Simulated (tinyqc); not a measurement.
# Tunnelling through a gate dielectric, WKB transmission and Tsu-Esaki current, step by step

Program tinyqc, `OMP_NUM_THREADS=1 python tinyqc.py 2540110 2540111 out.jsonl`; Intel Xeon 2.30GHz, shared host, one thread, about 0.03 s. Printed values are rounded.

Electrons leave the emitter at x = 0. Energies E (motion across the layers) are in eV from the emitter Fermi level; the collector Fermi level lies at -V and offers states at every E. No charge in the dielectric and no image force: F1 = V/t1, U = phi1 - F1 x. With C = hbar^2/(2 m0), kappa = sqrt(m (U - E)/C) where U > E and 0 elsewhere; T(E) = exp(-S), S = 2 times the integral of kappa over x.

Parameters, values chosen for the exercise; dielectric values close to those of silicon dioxide: temperature T = 200 K; Fermi energy of the emitter above its band bottom Ef = 0.38 eV; emitter mass in the supply function me = 0.46 m0; barrier of layer 1 above the emitter Fermi level at zero bias phi1 = 3.17 eV; tunnelling mass of layer 1 m1 = 0.52 m0; thickness of layer 1 t1 = 3.3 nm; voltage across the dielectric V = 0.6 V; energy of the electron followed E = 0.16 eV; cells in each layer nc = 9; lower end of the energy grid Ea = -0.38 eV; upper end of the energy grid Eb = 0.18 eV; points of the energy grid nE = 13.

Constants: q = 1.602176634e-19 C, kB = 1.380649e-23 J/K, hbar = 1.054571817e-34 J s, m0 = 9.1093837015e-31 kg, Vt = kB T/q, hbar^2/(2 m0) = 0.0380998212 eV nm^2. Results are converted to the units shown.

## Fields and band edges

F1 = V/t1, U = phi1 - F1 x.

F1 = 1.81818 MV/cm
U at x = t1 = 2.57 eV

## WKB exponent by the midpoint rule

Cut each layer into nc equal cells, take U and kappa at the cell centres, and sum S = 2 sum kappa h.

```
cell	x (nm)	U (eV)	kappa (1/nm)
0	0.18333	3.13667	6.37390
1	0.55000	3.07000	6.30212
2	0.91667	3.00333	6.22951
3	1.28333	2.93667	6.15605
4	1.65000	2.87000	6.08170
5	2.01667	2.80333	6.00643
6	2.38333	2.73667	5.93020
7	2.75000	2.67000	5.85298
8	3.11667	2.60333	5.77473
```

S = 40.1189
T(E) = 3.77203e-18

## WKB exponent in closed form

Each layer adds (2/F) sqrt(m/C) [G(u at its left edge) - G(u at its right edge)] to S, with u = U - E (0 where negative) and G(u) = (2/3) u^1.5. The slope follows from 1/d = -dS/dE.

S = 40.1187
T(E) = 3.77299e-18
energy d over which T(E) grows by a factor e = 0.13482 eV

The midpoint rule gives S = 40.119, so its T(E) is 0.025 % below this value. The band edge stays above E through the whole stack: direct tunnelling through a trapezoid.

## Current density on a coarse energy grid

J = J0 times the integral of T(E) N(E) dE, N = ln[(1 + exp(-E/Vt))/(1 + exp((-E - V)/Vt))], J0 = q^2 me m0 kB T/(2 pi^2 hbar^3) (times 1e-4 for A/cm^2 per eV), by Simpson's rule on nE equally spaced points from Ea to Eb.

```
point	E (eV)	T(E)	N	T(E) N
0	-0.380000	8.25285e-20	22.0486	1.81964e-18
1	-0.333333	1.13320e-19	19.3409	2.19170e-18
2	-0.286667	1.55962e-19	16.6331	2.59415e-18
3	-0.240000	2.15163e-19	13.9254	2.99624e-18
4	-0.193333	2.97559e-19	11.2177	3.33793e-18
5	-0.146667	4.12534e-19	8.51018	3.51074e-18
6	-0.100000	5.73395e-19	5.80528	3.32871e-18
7	-0.053333	7.99064e-19	3.13884	2.50813e-18
8	-0.006667	1.11653e-18	0.905144	1.01062e-18
9	0.040000	1.56441e-18	0.0936587	1.46520e-19
10	0.086667	2.19810e-18	0.00652647	1.43459e-20
11	0.133333	3.09740e-18	4.36569e-4	1.35223e-21
12	0.180000	4.37754e-18	2.91201e-5	1.27475e-22
```

J0 = 1.28299e8 A/(cm^2 eV)
J = 1.35332e-10 A/cm^2

The integrand peaks at E = -0.147 eV among these points. A converged quadrature from -Ef to above the barrier gives 1.352e-10 A/cm^2; this grid is 0.10 % above that.
